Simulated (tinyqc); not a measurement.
What each parameter does: quaternary alloy A(x)B(1-x)C(y)D(1-y) matched to a substrate.

Q(x,y) = x y Q_AC + x (1 - y) Q_AD + (1 - x) y Q_BC + (1 - x)(1 - y) Q_BD for the lattice constant. Gap, rule 1: Q(x,y) - x (1 - x)[y C_ABC + (1 - y) C_ABD] - y (1 - y)[x C_ACD + (1 - x) C_BCD]. Rule 2 (mean of ternaries): {x (1 - x)[y T_ABC(x) + (1 - y) T_ABD(x)] + y (1 - y)[x T_ACD(y) + (1 - x) T_BCD(y)]}/{x (1 - x) + y (1 - y)}, T_ABC(x) = x E_AC + (1 - x) E_BC - C_ABC x (1 - x), T_ACD(y) = y E_AC + (1 - y) E_AD - C_ACD y (1 - y), and alike. Only the Gamma valley is followed.

Matching a(x,y) = a_s gives x = (a_s - y a_BC - (1 - y) a_BD)/(y (a_AC - a_BC) + (1 - y)(a_AD - a_BD)).

Parameters, chosen for this exercise (AC, AD, BC, BD near GaAs, GaSb, InAs and InSb; substrate near InP; not measured data): a = (5.645, 6.097, 6.052, 6.482) angstrom (lattice constants of AC, AD, BC, BD); Eg = (1.523, 0.803, 0.415, 0.236) eV (gaps at Gamma of AC, AD, BC, BD); Cb = (0.468, 0.471, 1.222, 0.621) eV (bowing of ABC, ABD, ACD, BCD); a_s = 5.87 angstrom (substrate); y = 0.64 (fraction of C).

x is matched anew each time.

Results for these values:

| case | x | rule 1 (eV) | rule 2 (eV) |
|---|---|---|---|
| base | 0.8439 | 0.7996 | 0.9334 |

What happens to each result for Cb = (0.562, 0.565, 1.466, 0.745) eV, all else kept?

Answer: x does not change at the printed digits; rule 1 falls from 0.7996 to 0.7353; rule 2 falls from 0.9334 to 0.8959.

The same for each parameter in turn:

| case | x | rule 1 (eV) | rule 2 (eV) |
|---|---|---|---|
| base | 0.8439 | 0.7996 | 0.9334 |
| y = 0.63 | 0.8552 | 0.8025 | 0.9322 |
| a_s = 5.874 angstrom | 0.8339 | 0.7886 | 0.9263 |
| Cb = (0.562, 0.565, 1.466, 0.745) eV | 0.8439 | 0.7353 | 0.8959 |
| Eg = (1.573, 0.803, 0.415, 0.236) eV | 0.8439 | 0.8266 | 0.9604 |
| a = (5.655, 6.097, 6.052, 6.482) angstrom | 0.8577 | 0.8147 | 0.9428 |

tinyqc: `OMP_NUM_THREADS=1 python tinyqc.py 1080086 1080087 out.jsonl`; about 0.01 s, one thread, shared Intel(R) Xeon(R) Processor @ 2.30GHz.
